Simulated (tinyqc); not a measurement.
Hot carriers by balance equations with a heated Maxwellian: one step, computed by the program tinyqc. Command: `OMP_NUM_THREADS=1 python tinyqc.py 3014305 3014306 out.jsonl hot walk`. One thread of a shared host (Intel(R) Xeon(R) Processor @ 2.30GHz), about 0.02 s of CPU time with the checks.

The carriers follow a Maxwellian at an electron temperature T_e, slightly displaced; the drift energy is neglected against k_B T_e. The balance averages the rate, not the time, so mu_0 lies below the relaxation-time value.

Question. Equilibrium values. Parabolic band: E = hbar^2 k^2/(2 m), speed v = hbar k/m, states per spin, volume and energy g(E) = m k/(2 pi^2 hbar^2). Masses are multiplied by m_0 and all formulas are in SI units. Phonon occupation N_q = 1/(exp(hbar w/(k_B T)) - 1). Acoustic deformation potential (elastic, equipartition, absorption and emission together): 1/tau = 2 pi k_B T D_A^2 g(E)/(hbar rho v_l^2). Optical or intervalley deformation potential: 1/tau = (pi Z_f D_o^2/(rho w)) [N_q g(E + hbar w) + (N_q + 1) g(E - hbar w)], with g = 0 below the band edge. Averages over the Maxwellian, <y> = int y x^(1/2) exp(-x) dx / int x^(1/2) exp(-x) dx with x = E/(k_B T_e), split at x_0 = hbar w/(k_B T_e): 64 Gauss-Legendre points in sqrt(x) below it and 128 in sqrt(x - x_0) above it, up to x = 32. Momentum balance: mu(T_e) = e/(m nu), nu = <x (sum of rates)>/<x>. Power lost per carrier: P(T_e) = hbar w <emission rate - absorption rate> + <(2 m v_l^2/(k_B T)) (E - 2 k_B T) acoustic rate>. Energy relaxation time at weak heating: tau_E = (3/2) k_B / (dP/dT_e), the derivative by a central difference of +/- 0.5 K at T_e = T.

Inputs (values chosen for the exercise, for a model non-polar semiconductor):

| quantity | value | unit |
|---|---|---|
| effective mass m | 0.15 | m_0 |
| density rho | 3880 | kg/m^3 |
| sound velocity v_l | 8450 | m/s |
| acoustic deformation potential D_A | 13 | eV |
| phonon energy hbar w | 42.5 | meV |
| optical or intervalley deformation potential D_o | 8.8 | 1e8 eV/cm |
| final valleys Z_f | 1 | - |
| lattice temperature T | 300 | K |

Band: parabolic. Solver: damped fixed point.

Constants: k_B = 8.617333262e-05 eV/K; k_B = 1.380649e-23 J/K; e = 1.602176634e-19 C; hbar = 1.054571817e-34 J s; m_0 = 9.1093837015e-31 kg; hbar = 6.582119569e-16 eV s.

Give: low-field mobility mu_0; energy relaxation time tau_E.

Answer.

low-field mobility mu_0 = 6318 cm^2/(V s)

energy relaxation time tau_E = 2.645 ps

tau_E is 4.91 times the momentum relaxation time m mu_0/e: energy is lost more slowly than direction, which is why carriers heat.
